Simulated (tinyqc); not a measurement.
CISD on RHF in the sto-3g basis, for H4, spin multiplicity 1, step by step. One step of it, computed by the program tinyqc.

Task: Iteration 10 (converged): orbitals. Diagonalise F' = X^T F X, C = X C', fill 2 alpha and 2 beta electrons from the bottom; D = 2 C_occ C_occ^T. Each column has its largest component positive (the first on a tie).

converged F (hartree), lower triangle:
```
           1H 1s      2H 1s      3H 1s      4H 1s
1H 1s  -0.218976
2H 1s  -0.440994  -0.228147
3H 1s  -0.031210  -0.107602  -0.228147
4H 1s   0.003659  -0.031210  -0.440994  -0.218976
```

X, lower triangle:
```
           1H 1s      2H 1s      3H 1s     4H 1s
1H 1s   1.086913
2H 1s  -0.256390   1.096823
3H 1s   0.019420  -0.088124   1.096823
4H 1s  -0.004780   0.019420  -0.256390  1.086913
```

Give: F' = X^T F X; orbital energies; coefficients C; D after iteration 10.

Result:

F' = X^T F X (hartree), lower triangle:
```
         1        2        3        4
1  -0.0283
2  -0.4307  -0.0232
3   0.0242  -0.1048  -0.0232
4  -0.0005   0.0242  -0.4307  -0.0283
```

orbital energies (hartree): MO1 -0.4879, MO2 -0.4312, MO3 0.3311, MO4 0.4851

coefficients C:
```
          MO1      MO2      MO3      MO4
1H 1s  0.3818   0.4481   0.6840  -0.6581
2H 1s  0.4229   0.4101  -0.5983   0.7563
3H 1s  0.4229  -0.4101  -0.5983  -0.7563
4H 1s  0.3818  -0.4481   0.6840   0.6581
```

D after iteration 10, lower triangle:
```
         1H 1s    2H 1s   3H 1s   4H 1s
1H 1s   0.6931
2H 1s   0.6905   0.6941
3H 1s  -0.0446   0.0214  0.6941
4H 1s  -0.1100  -0.0446  0.6905  0.6931
```
